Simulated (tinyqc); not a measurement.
Pump-down curve: gas flow in a process chamber: flow regimes, conductance, effective pumping speed, pump-down, outgassing and purge. Computed by tinyqc, a small Python program. Command: `OMP_NUM_THREADS=1 python tinyqc.py 3120486 3120487 out.jsonl pump walk`. One thread of a shared host (Intel(R) Xeon(R) Processor @ 2.30GHz), about 0.08 s of CPU time with the checks.

Ideal gas, isothermal flow, a pump of constant speed at the end of a round pipe; process gas, volume gas and outgassing are given the same properties. 1 sccm = 101325 Pa x 1e-6 m^3/60 s x T/273.15 K.

Inputs (values chosen for the exercise, modelled on oxygen near room temperature):
```
quantity                     value            unit
molar mass M                    32           g/mol
molecular diameter            0.36              nm
viscosity eta                 20.6   micropascal s
temperature T                  300               K
chamber volume V                27               L
wall area                     0.32             m^2
pipe diameter d                  4              cm
pipe length l                   10              cm
pump speed S                    97             L/s
outgassing rate after 1 h  1.2e-05  Pa m^3/(s m^2)
outgassing exponent n         0.97               -
starting pressure p0           500              Pa
```

Constants: k_B = 1.380649e-23 J/K; u = 1.6605390666e-27 kg.

Method:
- Mean speed c = sqrt(8 k_B T/(pi m)); aperture conductance C_a = c pi d^2/16; molecular pipe C_m = C_a/(1 + 3 l/(4 d)) (Dushman form); viscous pipe C_v = pi d^4 p_mean/(128 eta l); Knudsen interpolation C = C_v + C_m (1 + x)/(1 + 1.24 x), x = d p_mean sqrt(m/(k_B T))/eta.
- Effective speed 1/S_eff = 1/S + 1/C_m; time constant V/S_eff; pressure at which the free path k_B T/(sqrt2 pi d_m^2 p) equals d.
- Pump-down: V dp/dt = -S_eff(p) p + q(t) A, with S_eff = S p_2/p, where p_2 solves C((p + p_2)/2) (p - p_2) = S p_2 at each moment, and q(t) = q_1 (1 h/(t + 10 s))^n; integrated adaptively. At long times p = q(t) A/S_eff.
- S_eff(p) is tabulated at 260 pressures and interpolated in ln p. Comparison columns: p0 exp(-t/time constant) with the molecular S_eff (0 below 1e-26 p0), and the outgassing limit.

time constant = 0.832949 s

S_eff in molecular flow = 32.4149 L/s

Pressure against time:
```
t (s)       p (Pa)  S_eff (L/s)  volume gas only (Pa)  outgassing limit (Pa)
0.3     1.7226e+02       95.237            3.4878e+02             3.4733e-02
1       1.6593e+01       81.350            1.5051e+02             3.2587e-02
3       4.6784e-01       33.601            1.3639e+01             2.7712e-02
10      1.9322e-02       32.171            3.0552e-03             1.8247e-02
30      9.5522e-03       32.283            1.1407e-13             9.3154e-03
100     3.5235e-03       32.364                     0             3.4918e-03
300     1.2822e-03       32.396                     0             1.2781e-03
1000    4.0685e-04       32.409                     0             4.0645e-04
3600    1.1818e-04       32.413                     0             1.1815e-04
20000   2.2439e-05       32.415                     0             2.2438e-05
100000  4.7115e-06       32.415                     0             4.7115e-06
```

From t = 10 s on the pressure is within 20 % of the outgassing limit, which falls only as (t + 10 s)^-0.97: walls, not volume, set the time to base pressure. Early on viscous flow raises S_eff to 95.2 L/s, 2.9 times its molecular value.
